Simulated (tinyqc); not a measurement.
Shallow donor in an anisotropic valley (effective-mass theory): sweeps and comparisons. A value that a table varies takes the place of the one given here.

One valley: H = -c [(d2/dx2 + d2/dy2)/mt + (d2/dz2)/ml] - q/(eps r), c = hbar^2/2m0, q = e^2/(4 pi eps0). Trial function exp(-sqrt((x^2 + y^2)/a^2 + z^2/b^2)) with a > b: T = (c/3)(2/(mt a^2) + 1/(ml b^2)), V = -(q/eps) atan(u/b)/u, u = sqrt(a^2 - b^2). The central cell of the impurity is left out.

Constants: hbar^2/2m0 = 3.80998211 eV angstrom^2; e^2/(4 pi eps0) = 14.39964547 eV angstrom; Ry = 13.60569312 eV; a0 (Bohr radius) = 0.5291772105 angstrom.

Parameters, chosen for this exercise (near those of a group-V donor in Si; the results hold for these values, not for the real material):

| symbol | value | unit | meaning |
|---|---|---|---|
| mt | 0.189 | m0 | transverse mass |
| eps | 11.2 |  | dielectric constant |
| xs | (1.4, 2.3, 3.5, 6.2, 9.7, 22, 53, 260) |  | ratios ml/mt |
| E0 | -32.3 | meV | single-valley level |
| D0 | 2.59 | meV | central-cell shift |
| D1 | 2.08 | meV | coupling of perpendicular valleys |
| D2 | 0.86 | meV | coupling of opposite valleys |
| ml | 0.939 | m0 | longitudinal mass |

## Mass anisotropy

mt and eps fixed, ml varied. Energies in units of Ry*(mt) = Ry mt/eps^2 and lengths in a*(mt) = a0 eps/mt; the last two columns use one mass, 3/(1/ml + 2/mt) or (ml mt^2)^(1/3).

Results:

| ml/mt | a/a* | b/a | binding | conductivity mass | density-of-states mass |
|---|---|---|---|---|---|
| 1.40 | 0.932 | 0.887 | 1.115 | 1.105 | 1.119 |
| 2.30 | 0.848 | 0.744 | 1.292 | 1.232 | 1.320 |
| 3.50 | 0.788 | 0.642 | 1.446 | 1.312 | 1.518 |
| 6.20 | 0.720 | 0.526 | 1.660 | 1.388 | 1.837 |
| 9.70 | 0.676 | 0.450 | 1.827 | 1.426 | 2.133 |
| 22.0 | 0.613 | 0.340 | 2.123 | 1.467 | 2.802 |
| 53.0 | 0.563 | 0.251 | 2.415 | 1.486 | 3.756 |
| 260 | 0.505 | 0.147 | 2.852 | 1.497 | 6.383 |

What can be read from the table?

The binding grows from 1.11 to 2.85 Ry*(mt); for ml going to infinity the exact problem becomes two-dimensional, with 4 Ry*. The conductivity mass saturates at 1.5 and underbinds, by 16 % at ml/mt = 6.2; the density-of-states mass errs by +11 % there and by +124 % in the last row. With these mt and eps one unit is 20.50 meV.

## Strain along [001] (shallow donor in effective-mass theory, with valley-orbit splitting)

Basis: the 1s envelopes of the valleys +x, -x, +y, -y, +z, -z. Diagonal E0 - D0, element -D2 between opposite valleys and -D1 between perpendicular ones. Strain along [001] adds 2 Ds/3 to the z valleys and -Ds/3 to the others.

Ground level, gap to the next level, weight in the z valleys and contact density (sum of amplitudes)^2/6.

Results:

| Ds (meV) | ground (meV) | gap (meV) | z weight | contact density | ground less band edge (meV) |
|---|---|---|---|---|---|
| -120 | -116.05 | 2.02 | 0.997 | 0.382 | -36.05 |
| -40 | -63.36 | 2.66 | 0.975 | 0.489 | -36.69 |
| -15 | -48.33 | 4.30 | 0.839 | 0.734 | -38.33 |
| -5 | -44.56 | 7.20 | 0.536 | 0.958 | -41.23 |
| 0 | -44.07 | 10.04 | 0.333 | 1.000 | -44.07 |
| 5 | -44.45 | 8.76 | 0.193 | 0.974 | -42.79 |
| 15 | -46.57 | 7.54 | 0.074 | 0.889 | -41.57 |
| 40 | -54.01 | 6.65 | 0.017 | 0.782 | -40.68 |
| 120 | -80.19 | 6.16 | 0.002 | 0.710 | -40.19 |

How do the results move?

The scale is the A1-E splitting 6 D1 = 12.5 meV. The contact density is largest without strain and falls to 0.382 and 0.710 at the ends, towards 1/3 (two valleys) and 2/3 (four valleys). The binding below the lowest band edge drops from 44.1 meV to 36.0 meV when the two z valleys are lowest and to 40.2 meV when the four others are, since fewer valleys share the coupling.

## What each parameter does

The minimum of the trial energy. Each row changes one parameter from the base and keeps the others.

Results:

| case | E (meV) | a (angstrom) | b (angstrom) | b/a |
|---|---|---|---|---|
| base | -32.34 | 23.35 | 13.27 | 0.568 |
| ml = 1.174 m0 | -34.05 | 22.57 | 11.87 | 0.526 |
| mt = 0.17 m0 | -29.82 | 25.54 | 13.99 | 0.548 |
| eps = 10.1 | -39.76 | 21.06 | 11.96 | 0.568 |

How do the results move?

The largest shifts from the base row, up to three for each result and ties (the steps differ in size, so this ranks the rows, not the parameters). E (meV): eps -7.43, mt +2.52, ml -1.72. a (angstrom): eps -2.29, mt +2.19, ml -0.77. b (angstrom): ml -1.40, eps -1.30, mt +0.72. b/a: ml -0.043, mt -0.021; unchanged at the printed digits by eps. eps only rescales the solution (E as 1/eps^2, lengths as eps), so b/a depends on ml/mt alone.

Computed by tinyqc, a small Python program: `OMP_NUM_THREADS=1 python tinyqc.py 1281312 1281313 out.jsonl` (the numbers bound the seed that draws the inputs); one thread of a shared host (Intel(R) Xeon(R) Processor @ 2.30GHz), about 0.01 s for the whole set of steps.
